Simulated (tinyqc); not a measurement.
Raising U: Hubbard chain of 2 sites, mean field against exact. Computed by the program tinyqc. 

one-body matrix (hopping and site energies) (eV):
```
         1        2
1   0.0000  -0.9700
2  -0.9700   0.0000
```

electrons, up and down: 1  1

Collinear unrestricted mean field (the lowest of 40 random starts) against exact diagonalisation.

Exact and mean-field results (eV):
```
U            U/t    E exact  E mean field  mean |n_up - n_down|  double occupancy, exact  first gap in the sector
0.4800    0.4948  -1.714789     -1.700000                0.0000                   0.2193                   1.7148
0.9700    1.0000  -1.514706     -1.455000                0.0000                   0.1894                   1.5147
1.9400    2.0000  -1.198986     -0.970000                0.0005                   0.1382                   1.1990
2.9100    3.0000  -0.970000     -0.646667                0.7454                   0.1000                   0.9700
3.8800    4.0000  -0.803574     -0.485000                0.8660                   0.0732                   0.8036
5.8200    6.0000  -0.587385     -0.323333                0.9428                   0.0420                   0.5874
7.7600    8.0000  -0.457972     -0.242500                0.9682                   0.0264                   0.4580
11.6400  12.0000  -0.314819     -0.161667                0.9860                   0.0128                   0.3148
19.4000  20.0000  -0.192098     -0.097000                0.9950                   0.0049                   0.1921
```

In absolute terms mean field is worst at U/t = 3.0, 0.323 eV too high: at small U it is nearly exact, and at large U it misses only exchange-scale energies. For the symmetric dimer the instability lies at U = 2t. Its local moments set in at U/t = 3.0 of those listed, a broken symmetry that the exact state of a finite cluster with equal spins does not have. Relative to the exact energy its error is 0.9 % at the smallest U, 50 % at most and 50 % at the largest. The double occupancy falls from 0.219 to 0.005; at the largest U the first gap is 0.99 times the exchange scale 4t^2/U.
